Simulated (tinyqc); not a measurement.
Schottky barrier with interface states (Cowley-Sze model), image lowering and contact resistance: one step, computed by the program tinyqc.

An n-type semiconductor under a metal. The barrier lies between the Schottky-Mott limit phi_M - chi and the Bardeen limit E_g - E_n, E_n being the neutrality level of the interface states; the space-charge term of the full Cowley-Sze expression is left out.

Task: Thermionic current. A* = 4 pi e m_e M_c k_B^2/h^3 (a simple valley count); J_s = A* T^2 exp(-phi/k_B T). J_0 uses phi_B; the reverse current uses phi_B less the image lowering, times 1 - exp(-V_r/k_B T).

Inputs (values chosen for the exercise, with gap, mass and screening modelled on GaSb):
```
quantity            value  unit
electron mass m_e  0.0378   m_0
valleys M_c             1     -
temperature T         300     K
reverse bias V_r      3.1     V
```

Pinning factor from: interface states.

barrier phi_B = 0.3165683 eV

image lowering = 0.01838318 eV

Constants: e = 1.602176634e-19 C; m_0 = 9.1093837015e-31 kg; k_B = 1.380649e-23 J/K; h = 6.62607015e-34 J s; k_B = 8.617333262e-05 eV/K.

Give: Richardson constant A*; J_0; thermionic reverse current.

Result:

Richardson constant A* = 4.543 A cm^-2 K^-2

J_0 = 1.965 A/cm^2

thermionic reverse current = 4.002 A/cm^2

Image lowering raises the reverse current by a factor 2.04.
